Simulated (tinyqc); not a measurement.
Worked calculation: Raman line shape of confined optical phonons and breathing modes of small crystals. Computed by tinyqc, a small Python program that keeps every step. Command: `OMP_NUM_THREADS=1 python tinyqc.py 3000081 3000082 out.jsonl confine walk`. One thread of a shared host (Intel(R) Xeon(R) Processor @ 2.30GHz), about 0.02 s of CPU time with the checks. Intermediate numbers are printed to about 7 digits and carried at full precision; extremes and crossings named in words are read from the listed rows.

Confinement in 3 direction(s) lets phonons with q away from zero scatter light. q is in units of 2 pi/a, from 0 to 1, and the branch is isotropic: omega(q)^2 = (omega_0^2 + omega_X^2)/2 + ((omega_0^2 - omega_X^2)/2) cos(pi q). The model and its constant beta are phenomenological; beta = 8 is the common choice.

Inputs (values chosen for the exercise, modelled on silicon):
```
quantity,value,unit
bulk frequency omega_0,520.6,1/cm
frequency at the zone boundary omega_X,430,1/cm
natural width Gamma_0,3.4,1/cm
lattice constant a,5.431,angstrom
size L,3.6,nm
confinement constant beta,8,-
probe offset omega - omega_0,-0.033,1/cm
longitudinal velocity,9160,m/s
transverse velocity,5440,m/s
```

Shape: sphere.

Constants: c = 299792458 m/s.

## Range of wave vectors

Weight W(q) = q^2 exp(-(2 L q/a)^2/(2 beta)) dq, that is exp(-k^2 L^2/(2 beta pi^2)) for k = 2 pi q/a. Width q_c = a sqrt(2 beta)/(2 L), where the exponential falls to 1/e; curvature of the branch: omega(q) = omega_0 - c q^2, c = pi^2 (omega_0^2 - omega_X^2)/(8 omega_0); for small q_c the mean of q^2 is (number of confined directions) q_c^2/2, and the mean shift is -c times that.

q_c = 0.3017222 2 pi/a

curvature c = 204.0946 1/cm

mean shift, quadratic estimate = -27.87003 1/cm

omega(q_c) - omega_0 = -17.52482 1/cm

## Intensity at one frequency

I(omega) = int W(q) / [(omega - omega(q))^2 + (Gamma_0/2)^2] dq / int W dq x (Gamma_0/2)^2, by 400 Gauss-Legendre points on 0 < q < min(1, 2.5 a sqrt(2 beta)/L). Bulk Lorentzian 1/(1 + (2 offset/Gamma)^2); mean shift = weighted mean of omega(q) less the bulk frequency.

I at the probe offset = 0.04374590

bulk Lorentzian there = 0.9996233

mean shift, from the weights = -23.97920 1/cm

## Peak, width and asymmetry

The peak is the maximum of I; the width is taken between the half-maximum points, and the asymmetry is the low-side half-width over the high-side one.

peak shift = -11.564 1/cm

full width = 35.534 1/cm

asymmetry = 2.4507

peak height (bulk = 1) = 0.13307

The peak moves 48 % as far as the mean: the tail on the low side carries the rest. A shift without broadening or asymmetry would point to stress, not size.

## Line shape against size

The formulas are those given above.

Line shape:
```
L (nm),peak shift (1/cm),full width (1/cm),asymmetry,"mean shift, quadratic estimate (1/cm)"
3,-16.824,50.514,2.3974,-40.13285
3.6,-11.564,35.534,2.4507,-27.87003
4.4,-7.9291,24.56,2.4137,-18.65680
5.5,-5.3844,16.666,2.2751,-11.94035
7,-3.6526,11.348,2.0443,-7.371339
10,-2.1368,7.0162,1.6517,-3.611956
15,-1.175,4.7538,1.2872,-1.605314
25,-0.51758,3.7041,1.0581,-0.5779130
```

The peak shift falls with exponent -2.06 at the small end and -1.60 at the large end. For still larger L it tends to the mean shift, which goes as 1/L^2; the ratio is 0.42 in the first row and 0.90 in the last. The width exceeds Gamma_0 by over 10 % for L up to 15 nm. In a sphere the factor q^2 removes the weight at q = 0, so the peak itself moves strongly.

## Breathing mode of the free sphere

Lamb: with s = omega R/v_L, R = L/2, the lowest radial mode solves tan(s)/s = 1/(1 - s^2 v_L^2/(4 v_T^2)), s between pi/2 and pi; wavenumber = s v_L/(2 pi c R).

root s = 2.516790

breathing frequency = 2038.403 GHz

breathing wavenumber = 67.99381 1/cm

Checks made by the program: mean shift of a large crystal against the quadratic estimate (relative difference 5e-05).
